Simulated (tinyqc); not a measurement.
Via and link resistance from two via chains.

Question. A chain of 5000 vias joined by 5000 metal links has R = 5000 (Rv + Rlink), with Rlink proportional to the link length. Find Rv, Rlink for length L, and the value of Rv that the short chain would give if the links were ignored.

resistance of chains of 5000 links with link lengths L and 3 L (ohm): 1.03e5  2.13e5

Solution. R per link is a straight line in the link length; its intercept at zero length is Rv.

Rv = 9.600 ohm
Rlink = 11.00 ohm
Rv without correction = 20.60 ohm

Numbers from tinyqc (`OMP_NUM_THREADS=1 python tinyqc.py 2750033 2750034 out.jsonl`; about 0.01 s on one thread of a shared Intel Xeon 2.30GHz).
